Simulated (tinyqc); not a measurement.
Bias-temperature instability, empirical power law with universal recovery: two steps of the calculation.

Threshold-voltage shift at the end of a stress: dV = A (V/V0)^g exp[-(Ea q/kB)(1/T - 1/T0)] (t/1 s)^n. After a delay tr the permanent share pp stays and the rest falls by r = 1/(1 + B (tr/t)^be). An empirical model: its parameters are fits, not properties.

Values chosen for this exercise:
- V0 = 1.5 V (reference stress voltage)
- T0 = 398 K (reference temperature)
- A = 4.1 mV (shift after 1 s at V0 and T0)
- n = 0.13 (time exponent)
- g = 3.5 (voltage exponent)
- Ea = 0.19 eV (apparent activation energy of the shift)
- pp = 0.17 (permanent share)
- B = 1.7 (recovery scale)
- be = 0.17 (recovery dispersion)
- V = 0.96 V (use voltage)
- T = 358 K (use temperature)
- dc = 50 mV (failure criterion)
- tr = 1e-5 s (delay before the measurement)

Constants: q = 1.602176634e-19 C, kB = 1.380649e-23 J/K. Results are converted to the units shown.

Problem 1. Shift and lifetime at use conditions. The lifetime solves dV = dc; ten years are 3.15576e8 s.

Give: voltage factor; temperature factor; shift after ten years; lifetime; largest voltage for ten years.

Solution 1.

voltage factor = 0.20972
temperature factor = 0.53849
shift after ten years = 5.8949 mV
lifetime = 1.388e8 years
largest voltage for ten years = 1.7683 V

The device passes: the shift at ten years is below dc. A lifetime beyond 100 years is a far extrapolation of the power law. In time the voltage exponent is g/n = 26.9 and the activation energy Ea/n = 1.46 eV.

Problem 2. What a delayed measurement sees. At V0 and T0, measured shift = dV [pp + (1 - pp) r]; the apparent exponent is the slope of ln(shift) against ln t between the first and last point.

t, point 0 to 2 (s): 10  100  1000

Give: dV; share left; measured; apparent n.

Solution 2.

```
point  dV (mV)  share left  measured (mV)
0       5.5307     0.88407         4.8896
1       7.4608     0.91791         6.8483
2       10.064     0.94266         9.4872
```

apparent n = 0.14393

The delay hides 5.73 % of the last shift and raises the exponent from 0.13 to 0.144, since short stresses recover by a larger share.

Program tinyqc, `OMP_NUM_THREADS=1 python tinyqc.py 2070142 2070143 out.jsonl`; Intel Xeon 2.30GHz, shared host, one thread, about 0.01 s.
